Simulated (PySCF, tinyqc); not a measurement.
Worked calculation: RHF in the 6-31g basis, for H3+, spin multiplicity 1. The lowest restricted solution is unstable here: a spin-polarised one lies 0.0001 hartree lower (PySCF). Computed by tinyqc, a small Python program that keeps every step (integrals from PySCF). Settings: charge = 1, multiplicity = 1, basis = 6-31g, energy threshold = 1e-08, iteration cap = 61, orthogonalisation = symmetric, start = core, DIIS depth = 0, method = RHF. Command: `OMP_NUM_THREADS=1 python tinyqc.py 29265 29266 out.jsonl` (the two numbers bound the seeds that draw the settings). One thread of a shared host (Intel(R) Xeon(R) Processor @ 2.60GHz), about 0.04 s of CPU time with the checks. Later iterations appear only in the table of the cycle.

## One-electron integrals

Geometry (angstrom):
```
atom         x         y          z
H     0.000000  0.000000   0.000000
H     0.000000  0.000000   1.106000
H     0.000000  0.756000  -0.808000
```

Basis 6-31g: exponents (1/bohr^2) and contraction coefficients of normalised primitives:
```
element  l (shell)   exponent  coefficient
H            s (1)  18.731137     0.033495
H            s (1)   2.825394     0.234727
H            s (1)   0.640122     0.813757
H            s (2)   0.161278     1.000000
```

Overlap, kinetic and nuclear-attraction integrals over the contracted functions; the nuclear repulsion is the sum of Za Zb / Rab.

nuclear repulsion = 1.21383823 hartree

overlap S, lower triangle:
```
          1H 1s     1H 2s     2H 1s     2H 2s     3H 1s     3H 2s
1H 1s  1.000000
1H 2s  0.658292  1.000000
2H 1s  0.191226  0.370804  1.000000
2H 2s  0.370804  0.703103  0.658292  1.000000
3H 1s  0.190948  0.370601  0.005333  0.090618  1.000000
3H 2s  0.370601  0.702868  0.090618  0.295372  0.658292  1.000000
```

kinetic energy T (hartree), lower triangle:
```
           1H 1s     1H 2s      2H 1s      2H 2s     3H 1s     3H 2s
1H 1s   1.395678
1H 2s   0.259735  0.241917
2H 1s  -0.013769  0.090033   1.395678
2H 2s   0.090033  0.130149   0.259735   0.241917
3H 1s  -0.013928  0.089931  -0.011853  -0.011435  1.395678
3H 2s   0.089931  0.130067  -0.011435   0.013361  0.259735  0.241917
```

nuclear attraction V (hartree), lower triangle:
```
           1H 1s      1H 2s      2H 1s      2H 2s      3H 1s      3H 2s
1H 1s  -2.609403
1H 2s  -1.367551  -1.508444
2H 1s  -0.416695  -0.714718  -2.388575
2H 2s  -0.764598  -1.040313  -1.224277  -1.331399
3H 1s  -0.415985  -0.714232  -0.010928  -0.174371  -2.388349
3H 2s  -0.764133  -1.039920  -0.174397  -0.445804  -1.224137  -1.331267
```

core Hamiltonian H = T + V (hartree), lower triangle:
```
           1H 1s      1H 2s      2H 1s      2H 2s      3H 1s      3H 2s
1H 1s  -1.213725
1H 2s  -1.107815  -1.266527
2H 1s  -0.430464  -0.624685  -0.992897
2H 2s  -0.674565  -0.910164  -0.964542  -1.089482
3H 1s  -0.429914  -0.624302  -0.022781  -0.185806  -0.992671
3H 2s  -0.674202  -0.909852  -0.185832  -0.432442  -0.964402  -1.089350
```

## Two-electron integrals

Functions are numbered as in S; the eight-fold symmetry (ij|kl) = (ji|kl) = (kl|ij) leaves the list below.

Two-electron integrals (ij|kl) in chemists' order, unique and non-zero (hartree):
```
(11|11) 1.076566   (21|11) 0.578470   (21|21) 0.329423   (22|11) 0.587396
(22|21) 0.361304   (22|22) 0.453150   (31|11) 0.148446   (31|21) 0.087406
(31|22) 0.100516   (31|31) 0.033685   (32|11) 0.201932   (32|21) 0.126963
(32|22) 0.164700   (32|31) 0.054093   (32|32) 0.103443   (33|11) 0.473862
(33|21) 0.306307   (33|22) 0.418922   (33|31) 0.148446   (33|32) 0.315288
(33|33) 1.076566   (41|11) 0.315288   (41|21) 0.180913   (41|22) 0.200818
(41|31) 0.054093   (41|32) 0.081022   (41|33) 0.201932   (41|41) 0.103443
(42|11) 0.375521   (42|21) 0.233671   (42|22) 0.300855   (42|31) 0.077296
(42|32) 0.137939   (42|33) 0.375521   (42|41) 0.137939   (42|42) 0.224017
(43|11) 0.306307   (43|21) 0.196555   (43|22) 0.267357   (43|31) 0.087406
(43|32) 0.180913   (43|33) 0.578470   (43|41) 0.126963   (43|42) 0.233671
(43|43) 0.329423   (44|11) 0.418922   (44|21) 0.267357   (44|22) 0.365916
(44|31) 0.100516   (44|32) 0.200818   (44|33) 0.587396   (44|41) 0.164700
(44|42) 0.300855   (44|43) 0.361304   (44|44) 0.453150   (51|11) 0.148198
(51|21) 0.087264   (51|22) 0.100361   (51|31) 0.018723   (51|32) 0.027501
(51|33) 0.065192   (51|41) 0.044348   (51|42) 0.058079   (51|43) 0.042804
(51|44) 0.062885   (51|51) 0.033585   (52|11) 0.201755   (52|21) 0.126858
(52|22) 0.164581   (52|31) 0.027523   (52|32) 0.043276   (52|33) 0.105008
(52|41) 0.064315   (52|42) 0.093474   (52|43) 0.069052   (52|44) 0.103333
(52|51) 0.053980   (52|52) 0.103329   (53|11) 0.004487   (53|21) 0.002600
(53|22) 0.002903   (53|31) 0.000751   (53|32) 0.001110   (53|33) 0.002702
(53|41) 0.001476   (53|42) 0.001961   (53|43) 0.001724   (53|44) 0.002298
(53|51) 0.000750   (53|52) 0.001110   (53|53) 0.000026   (54|11) 0.054834
(54|21) 0.033889   (54|22) 0.042465   (54|31) 0.007677   (54|32) 0.011911
(54|33) 0.028763   (54|41) 0.017537   (54|42) 0.025000   (54|43) 0.018874
(54|44) 0.027850   (54|51) 0.013572   (54|52) 0.024474   (54|53) 0.000310
(54|54) 0.006055   (55|11) 0.473652   (55|21) 0.306184   (55|22) 0.418808
(55|31) 0.065275   (55|32) 0.105059   (55|33) 0.257144   (55|41) 0.153483
(55|42) 0.231625   (55|43) 0.169265   (55|44) 0.256018   (55|51) 0.148198
(55|52) 0.315107   (55|53) 0.002702   (55|54) 0.071215   (55|55) 1.076566
(61|11) 0.315107   (61|21) 0.180810   (61|22) 0.200706   (61|31) 0.044394
(61|32) 0.064331   (61|33) 0.153449   (61|41) 0.096611   (61|42) 0.124691
(61|43) 0.099518   (61|44) 0.139567   (61|51) 0.053980   (61|52) 0.080918
(61|53) 0.001475   (61|54) 0.021238   (61|55) 0.201755   (61|61) 0.103329
(62|11) 0.375362   (62|21) 0.233575   (62|22) 0.300738   (62|31) 0.058145
(62|32) 0.093502   (62|33) 0.231582   (62|41) 0.124710   (62|42) 0.185673
(62|43) 0.150433   (62|44) 0.216294   (62|51) 0.077157   (62|52) 0.137813
(62|53) 0.001960   (62|54) 0.034168   (62|55) 0.375362   (62|61) 0.137813
(62|62) 0.223867   (63|11) 0.054853   (63|21) 0.033899   (63|22) 0.042472
(63|31) 0.013593   (63|32) 0.024487   (63|33) 0.071215   (63|41) 0.021253
(63|42) 0.034180   (63|43) 0.041587   (63|44) 0.047491   (63|51) 0.007667
(63|52) 0.011905   (63|53) 0.000310   (63|54) 0.003309   (63|55) 0.028763
(63|61) 0.017532   (63|62) 0.024994   (63|63) 0.006055   (64|11) 0.164658
(64|21) 0.101938   (64|22) 0.129724   (64|31) 0.029658   (64|32) 0.049850
(64|33) 0.128693   (64|41) 0.057611   (64|42) 0.088859   (64|43) 0.081835
(64|44) 0.110975   (64|51) 0.029617   (64|52) 0.049824   (64|53) 0.000901
(64|54) 0.013070   (64|55) 0.128693   (64|61) 0.057582   (64|62) 0.088834
(64|63) 0.013070   (64|64) 0.039535   (65|11) 0.306184   (65|21) 0.196484
(65|22) 0.267291   (65|31) 0.042859   (65|32) 0.069085   (65|33) 0.169265
(65|41) 0.099543   (65|42) 0.150462   (65|43) 0.111389   (65|44) 0.167965
(65|51) 0.087264   (65|52) 0.180810   (65|53) 0.001724   (65|54) 0.041587
(65|55) 0.578470   (65|61) 0.126858   (65|62) 0.233575   (65|63) 0.018874
(65|64) 0.081835   (65|65) 0.329423   (66|11) 0.418808   (66|21) 0.267291
(66|22) 0.365849   (66|31) 0.062967   (66|32) 0.103384   (66|33) 0.256018
(66|41) 0.139613   (66|42) 0.216342   (66|43) 0.167965   (66|44) 0.250151
(66|51) 0.100361   (66|52) 0.200706   (66|53) 0.002298   (66|54) 0.047491
(66|55) 0.587396   (66|61) 0.164581   (66|62) 0.300738   (66|63) 0.027850
(66|64) 0.110975   (66|65) 0.361304   (66|66) 0.453150
```

## Orthogonalisation

S = U s U^T; symmetric (Loewdin) form X = U s^(-1/2) U^T, so that X^T S X = 1.

eigenvalues of S: 0.091452  0.263743  0.406617  0.784275  1.435552  3.018361

X, lower triangle:
```
           1H 1s      1H 2s      2H 1s     2H 2s      3H 1s     3H 2s
1H 1s   1.270965
1H 2s  -0.580173   2.253671
2H 1s  -0.013190  -0.007918   1.255747
2H 2s   0.055785  -0.776035  -0.493027  1.662913
3H 1s  -0.013054  -0.007928   0.002523  0.045932   1.255741
3H 2s   0.055742  -0.775631   0.045955  0.134128  -0.493041  1.662539
```

## Starting guess

The start is the orbitals of the core Hamiltonian; D = 2 C_occ C_occ^T.

D at the start, lower triangle:
```
          1H 1s     1H 2s     2H 1s     2H 2s     3H 1s     3H 2s
1H 1s  0.435447
1H 2s  0.362946  0.302517
2H 1s  0.197260  0.164417  0.089360
2H 2s  0.038906  0.032429  0.017625  0.003476
3H 1s  0.196986  0.164188  0.089236  0.017600  0.089112
3H 2s  0.038842  0.032375  0.017596  0.003470  0.017571  0.003465
```

## Iteration 1: building the Fock matrix

J_ij = sum D_kl (ij|kl), K_ij = sum D_kl (ik|jl); F = H + J - 0.5 K; E = tr D H + tr D J / 2 - 0.25 tr D K + E_nn.

Coulomb J (hartree), lower triangle:
```
          1H 1s     1H 2s     2H 1s     2H 2s     3H 1s     3H 2s
1H 1s  1.528489
1H 2s  0.884894  1.013255
2H 1s  0.247747  0.385844  0.998089
2H 2s  0.491296  0.673121  0.620100  0.808977
3H 1s  0.247292  0.385420  0.007177  0.100280  0.997332
3H 2s  0.490979  0.672761  0.100330  0.292387  0.619692  0.808617
```

exchange K (hartree), lower triangle:
```
          1H 1s     1H 2s     2H 1s     2H 2s     3H 1s     3H 2s
1H 1s  1.252811
1H 2s  0.980320  0.871688
2H 1s  0.436127  0.427805  0.390415
2H 2s  0.635216  0.587360  0.378817  0.450429
3H 1s  0.435450  0.427156  0.142284  0.238764  0.389494
3H 2s  0.634765  0.586929  0.238943  0.362503  0.378085  0.449832
```

Fock matrix F (hartree), lower triangle:
```
           1H 1s      1H 2s      2H 1s      2H 2s      3H 1s      3H 2s
1H 1s  -0.311642
1H 2s  -0.713082  -0.689116
2H 1s  -0.400780  -0.452743  -0.190015
2H 2s  -0.500876  -0.530723  -0.533851  -0.505720
3H 1s  -0.400347  -0.452460  -0.086746  -0.204908  -0.190085
3H 2s  -0.500605  -0.530555  -0.204974  -0.321307  -0.533753  -0.505649
```

total energy of this density = -1.13111036 hartree

## Iteration 1: diagonalisation and new density

Diagonalise F' = X^T F X, C = X C', fill 1 alpha and 1 beta electrons from the bottom; D = 2 C_occ C_occ^T. Each column has its largest component positive (the first on a tie).

F' = X^T F X (hartree), lower triangle:
```
           1          2          3          4          5         6
1   0.252831
2  -0.661167   0.080656
3  -0.189713  -0.140940   0.240552
4  -0.100718  -0.164836  -0.504260   0.002422
5  -0.189315  -0.140900   0.011959  -0.000386   0.240280
6  -0.100692  -0.164765  -0.000388  -0.078703  -0.504195  0.002285
```

orbital energies (hartree): MO1 -0.886036, MO2 -0.354446, MO3 -0.068315, MO4 0.600342, MO5 0.663959, MO6 0.863521

coefficients C:
```
            MO1        MO2        MO3        MO4        MO5        MO6
1H 1s  0.333162  -0.000163   0.234507   0.353771  -0.001677  -1.291266
1H 2s  0.380734  -0.000414   1.588546  -0.228736   0.002320   1.974546
2H 1s  0.217281  -0.291018  -0.111135   0.855875  -0.920580   0.313191
2H 2s  0.120391  -0.568100  -1.086313  -0.657041   0.995235  -0.833244
3H 1s  0.217147   0.291302  -0.110941   0.858565   0.918716   0.311180
3H 2s  0.120374   0.568934  -1.085109  -0.659927  -0.995081  -0.831031
```

D after iteration 1, lower triangle:
```
          1H 1s     1H 2s     2H 1s     2H 2s     3H 1s     3H 2s
1H 1s  0.221994
1H 2s  0.253692  0.289917
2H 1s  0.144779  0.165452  0.094422
2H 2s  0.080219  0.091674  0.052317  0.028988
3H 1s  0.144690  0.165351  0.094364  0.052285  0.094306
3H 2s  0.080208  0.091661  0.052310  0.028984  0.052278  0.028980
```

## Iteration 2: building the Fock matrix

As before.

Coulomb J (hartree), lower triangle:
```
          1H 1s     1H 2s     2H 1s     2H 2s     3H 1s     3H 2s
1H 1s  1.360620
1H 2s  0.806422  0.960012
2H 1s  0.231872  0.376464  0.998289
2H 2s  0.450558  0.646322  0.615823  0.796395
3H 1s  0.231476  0.376128  0.006644  0.096666  0.997817
3H 2s  0.450283  0.646027  0.096697  0.280108  0.615566  0.796166
```

exchange K (hartree), lower triangle:
```
          1H 1s     1H 2s     2H 1s     2H 2s     3H 1s     3H 2s
1H 1s  0.981164
1H 2s  0.853520  0.855302
2H 1s  0.410602  0.454112  0.449165
2H 2s  0.578710  0.606705  0.429927  0.499041
3H 1s  0.410167  0.453690  0.157944  0.260499  0.448601
3H 2s  0.578413  0.606412  0.260605  0.388127  0.429467  0.498653
```

Fock matrix F (hartree), lower triangle:
```
           1H 1s      1H 2s      2H 1s      2H 2s      3H 1s      3H 2s
1H 1s  -0.343687
1H 2s  -0.728153  -0.734166
2H 1s  -0.403893  -0.475277  -0.219190
2H 2s  -0.513361  -0.567194  -0.563683  -0.542608
3H 1s  -0.403521  -0.475018  -0.095109  -0.219390  -0.219154
3H 2s  -0.513125  -0.567031  -0.219438  -0.346398  -0.563570  -0.542511
```

total energy of this density = -1.17888827 hartree

## Iteration 2: diagonalisation and new density

As before.

F' = X^T F X (hartree), lower triangle:
```
           1          2          3          4          5          6
1   0.208561
2  -0.637783   0.038919
3  -0.181401  -0.146862   0.222019
4  -0.104151  -0.178054  -0.518619  -0.012146
5  -0.181068  -0.146847   0.008793  -0.004627   0.221904
6  -0.104152  -0.177996  -0.004622  -0.084969  -0.518585  -0.012219
```

orbital energies (hartree): MO1 -0.927244, MO2 -0.375771, MO3 -0.082916, MO4 0.590405, MO5 0.661725, MO6 0.800837

coefficients C:
```
            MO1        MO2        MO3        MO4        MO5        MO6
1H 1s  0.320476  -0.000117   0.254074   0.442517   0.001423  -1.263104
1H 2s  0.370951  -0.000173   1.566581  -0.337053  -0.002347   1.978434
2H 1s  0.215736  -0.295444  -0.123614   0.834684   0.917963   0.365879
2H 2s  0.134571  -0.563521  -1.063283  -0.614088  -0.996888  -0.892566
3H 1s  0.215621   0.295626  -0.123488   0.835032  -0.918541   0.363580
3H 2s  0.134568   0.564026  -1.062320  -0.614391   0.998821  -0.889980
```

D after iteration 2, lower triangle:
```
          1H 1s     1H 2s     2H 1s     2H 2s     3H 1s     3H 2s
1H 1s  0.205410
1H 2s  0.237762  0.275210
2H 1s  0.138277  0.160055  0.093084
2H 2s  0.086254  0.099838  0.058064  0.036219
3H 1s  0.138203  0.159970  0.093034  0.058033  0.092985
3H 2s  0.086252  0.099836  0.058062  0.036218  0.058031  0.036217
```

## Iteration 3: building the Fock matrix

As before.

Coulomb J (hartree), lower triangle:
```
          1H 1s     1H 2s     2H 1s     2H 2s     3H 1s     3H 2s
1H 1s  1.342851
1H 2s  0.797839  0.953790
2H 1s  0.230055  0.375193  0.997331
2H 2s  0.446082  0.643147  0.614944  0.794783
3H 1s  0.229668  0.374869  0.006586  0.096223  0.996903
3H 2s  0.445813  0.642862  0.096252  0.278688  0.614711  0.794574
```

exchange K (hartree), lower triangle:
```
          1H 1s     1H 2s     2H 1s     2H 2s     3H 1s     3H 2s
1H 1s  0.952841
1H 2s  0.838426  0.851147
2H 1s  0.406511  0.455439  0.453651
2H 2s  0.571750  0.607721  0.434596  0.504249
3H 1s  0.406107  0.455050  0.159107  0.262292  0.453142
3H 2s  0.571474  0.607450  0.262388  0.390637  0.434181  0.503897
```

Fock matrix F (hartree), lower triangle:
```
           1H 1s      1H 2s      2H 1s      2H 2s      3H 1s      3H 2s
1H 1s  -0.347294
1H 2s  -0.729190  -0.738311
2H 1s  -0.403665  -0.477212  -0.222391
2H 2s  -0.514357  -0.570877  -0.566896  -0.546824
3H 1s  -0.403299  -0.476957  -0.095748  -0.220729  -0.222339
3H 2s  -0.514125  -0.570715  -0.220774  -0.349073  -0.566782  -0.546725
```

total energy of this density = -1.17950053 hartree

## Iteration 3: diagonalisation and new density

As before.

F' = X^T F X (hartree), lower triangle:
```
           1          2          3          4          5          6
1   0.202956
2  -0.634628   0.035063
3  -0.180075  -0.146983   0.219875
4  -0.104504  -0.179445  -0.520250  -0.014327
5  -0.179749  -0.146971   0.008585  -0.005118   0.219784
6  -0.104508  -0.179389  -0.005112  -0.085896  -0.520222  -0.014392
```

orbital energies (hartree): MO1 -0.931036, MO2 -0.378446, MO3 -0.085140, MO4 0.588861, MO5 0.661226, MO6 0.793495

coefficients C:
```
            MO1        MO2        MO3        MO4        MO5        MO6
1H 1s  0.319284  -0.000111   0.257175   0.455596   0.001360  -1.258119
1H 2s  0.368001  -0.000142   1.563241  -0.354237  -0.002316   1.978626
2H 1s  0.215293  -0.295883  -0.125051   0.831242   0.917665   0.373797
2H 2s  0.137429  -0.563071  -1.060078  -0.606653  -0.997025  -0.901115
3H 1s  0.215179   0.296051  -0.124935   0.831276  -0.918562   0.371472
3H 2s  0.137428   0.563536  -1.059145  -0.606608   0.999213  -0.898493
```

D after iteration 3, lower triangle:
```
          1H 1s     1H 2s     2H 1s     2H 2s     3H 1s     3H 2s
1H 1s  0.203884
1H 2s  0.234993  0.270849
2H 1s  0.137479  0.158456  0.092703
2H 2s  0.087758  0.101148  0.059175  0.037774
3H 1s  0.137406  0.158372  0.092653  0.059144  0.092604
3H 2s  0.087757  0.101147  0.059175  0.037773  0.059143  0.037773
```

## Iteration 7 (converged): orbitals

converged F (hartree), lower triangle:
```
           1H 1s      1H 2s      2H 1s      2H 2s      3H 1s      3H 2s
1H 1s  -0.347922
1H 2s  -0.729330  -0.738856
2H 1s  -0.403630  -0.477468  -0.222887
2H 2s  -0.514553  -0.571443  -0.567421  -0.547547
3H 1s  -0.403265  -0.477214  -0.095837  -0.220938  -0.222833
3H 2s  -0.514321  -0.571282  -0.220983  -0.349523  -0.567306  -0.547448
```

As before.

F' = X^T F X (hartree), lower triangle:
```
           1          2          3          4          5          6
1   0.201968
2  -0.634056   0.034649
3  -0.179875  -0.146907   0.219559
4  -0.104636  -0.179653  -0.520546  -0.014767
5  -0.179550  -0.146895   0.008562  -0.005217   0.219471
6  -0.104641  -0.179598  -0.005212  -0.086098  -0.520518  -0.014831
```

orbital energies (hartree): MO1 -0.931613, MO2 -0.378901, MO3 -0.085505, MO4 0.588601, MO5 0.661153, MO6 0.792314

coefficients C:
```
            MO1        MO2        MO3        MO4        MO5        MO6
1H 1s  0.319206  -0.000111   0.257724   0.457943   0.001357  -1.257174
1H 2s  0.367009  -0.000139   1.562761  -0.357337  -0.002320   1.978632
2H 1s  0.215185  -0.295931  -0.125268   0.830602   0.917631   0.375254
2H 2s  0.138193  -0.563023  -1.059519  -0.605290  -0.997037  -0.902589
3H 1s  0.215070   0.296097  -0.125153   0.830602  -0.918566   0.372920
3H 2s  0.138192   0.563483  -1.058589  -0.605208   0.999259  -0.899956
```

D after iteration 7, lower triangle:
```
          1H 1s     1H 2s     2H 1s     2H 2s     3H 1s     3H 2s
1H 1s  0.203785
1H 2s  0.234303  0.269391
2H 1s  0.137376  0.157949  0.092609
2H 2s  0.088224  0.101436  0.059474  0.038194
3H 1s  0.137303  0.157865  0.092559  0.059442  0.092510
3H 2s  0.088224  0.101436  0.059474  0.038194  0.059442  0.038194
```

## Convergence

Stop when the energy changes by less than 1e-08 hartree and every element of the error matrix X^T (F D S - S D F) X is below 3e-05.

Course of the cycle:
```
iteration  E (hartree)     change  largest element of the error matrix
1          -1.13111036          -                             2.20e-01
2          -1.17888827  -4.78e-02                             1.76e-02
3          -1.17950053  -6.12e-04                             2.34e-03
4          -1.17951409  -1.36e-05                             4.18e-04
5          -1.17951455  -4.61e-07                             9.76e-05
6          -1.17951458  -2.04e-08                             2.25e-05
7          -1.17951458  -1.02e-09                             5.18e-06
```

PySCF RHF in the same basis = -1.17951458 hartree

Converged in 7 iterations.

## Populations, bond orders and dipole

Mulliken: Z minus the diagonal of D S on the atom; Loewdin: the same with S^(1/2) D S^(1/2); Mayer order: 2 sum_s sum (D(s) S)_ij (D(s) S)_ji over the two atoms.

Charges (e):
```
atom   Mulliken    Loewdin
1H    -0.159241  -0.044214
2H     0.579471   0.521926
3H     0.579770   0.522288
```

Mayer bond orders:
```
pair     order
2-1   0.487494
3-1   0.487148
3-2   0.176719
```

dipole moment about the origin, x y z (debye): 0.000000  2.046427  0.804906
